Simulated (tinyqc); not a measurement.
# Changing the ion energy E

Model: ion implantation: universal nuclear stopping, Lindhard-Scharff electronic stopping and a Gaussian range profile. Computed by tinyqc, a small Python program. Command: `OMP_NUM_THREADS=1 python tinyqc.py 3009198 3009199 out.jsonl implant sweep`. One thread of a shared host (Intel(R) Xeon(R) Processor @ 2.30GHz), about 0.1 s of CPU time with the checks.

An ion slows by elastic collisions with screened nuclei and by friction with electrons; channelling is ignored and the target is uniform.

Inputs (values chosen for the exercise, modelled on oxygen ions in copper):
```
quantity                                 value    unit
ion atomic number Z1                         8       -
ion mass M1                                 16       u
target atomic number Z2                     29       -
target mass M2                           63.55       u
target density N                          84.9  1/nm^3
scale factor of electronic stopping k     0.94       -
dose Q                                 7.7e+14  1/cm^2
background C_B                           1e+15  1/cm^3
displacement energy E_d                     30      eV
```

Method:
- Reduced energy eps = 32.53 M2 E/(Z1 Z2 (M1 + M2)(Z1^0.23 + Z2^0.23)), E in keV; s_n = ln(1 + 1.1383 eps)/(2 (eps + 0.01321 eps^0.21226 + 0.19593 eps^0.5)) for eps up to 30 and ln(eps)/(2 eps) above; S_n = 8.462 Z1 Z2 M1 s_n/((M1 + M2)(Z1^0.23 + Z2^0.23)) in 1e-15 eV cm^2.
- S_e = k 3.83 Z1^(7/6) Z2/(Z1^(2/3) + Z2^(2/3))^(3/2) sqrt(E/M1) in 1e-15 eV cm^2, E in keV.
- Path length R = int_0^E dE'/(N (S_n + S_e)); energy lost to nuclei nu = int_0^E S_n/(S_n + S_e) dE' (both with E' = E y^3 and 64 Gauss-Legendre points in y).
- Estimates of Lindhard type: R_p = R/(1 + M2/(3 M1)), straggle dR_p = (2/3) R_p sqrt(M1 M2)/(M1 + M2).
- C(x) = C_p exp(-(x - R_p)^2/(2 dR_p^2)) with C_p = Q/(sqrt(2 pi) dR_p), 1 nm = 1e-7 cm; the profile falls to the background at x_j = R_p + dR_p sqrt(2 ln(C_p/C_B)); the peak atomic fraction is C_p/N.
- Kinchin-Pease count with efficiency 0.8: N_d = 0.8 nu/(2 E_d), taking all of nu as damage energy (an upper estimate, as recoils also lose energy to electrons). Spread over a depth R_p + dR_p, displacements per atom = Q N_d/(N (R_p + dR_p)).

One run for each value; columns: (1) ion energy E (keV); (2) projected range R_p (nm); (3) peak concentration C_p (1/cm^3); (4) energy lost to nuclei nu (keV); (5) depth x_j where C falls to C_B (nm); (6) displacements per atom:
```
(1)     (2)         (3)     (4)     (5)      (6)
2      4.43  2.5951e+21   1.615   10.86  0.34803
4      6.82  1.6863e+21   3.131   16.57  0.43834
8     10.87  1.0578e+21   5.968   26.16  0.52407
16    17.95  6.4023e+20  11.088   42.77  0.58932
32    30.63  3.7528e+20  19.800   72.10  0.61685
63    52.66  2.1827e+20  32.979  122.45  0.59756
130   94.00  1.2229e+20  52.441  215.58  0.53237
250  155.30  7.4018e+19  73.481  351.83  0.45151
500  255.44  4.5001e+19  96.969  571.44  0.36225
```

Describe and explain the trends.

Over the rows, projected range R_p (nm) rises from 4.43 to 255 (exponent d ln y / d ln x 0.62 between the first rows and 0.72 between the last); peak concentration C_p (1/cm^3) falls from 2.60e21 to 4.50e19 (exponent d ln y / d ln x -0.62 between the first rows and -0.72 between the last); energy lost to nuclei nu (keV) rises from 1.62 to 97.0 (exponent d ln y / d ln x 0.95 between the first rows and 0.40 between the last). The share of energy given to nuclei falls from 0.81 to 0.19 as electronic stopping grows. C_p is inverse to the straggle, which these estimates tie to R_p.

Caution (all rows): the estimates of R_p and dR_p assume mainly nuclear stopping and an ion not much lighter than the target; here they are rough, and for light ions in heavy targets the straggle can be low by a factor of two or more. Caution (all rows): above a few tenths of a displacement per atom cascades overlap, so the count overstates new damage; heavy ions turn silicon and germanium amorphous at such levels, while light ions such as boron and metal targets anneal much of the damage.

Extremes, crossings and ranges named in words are read from the listed rows.
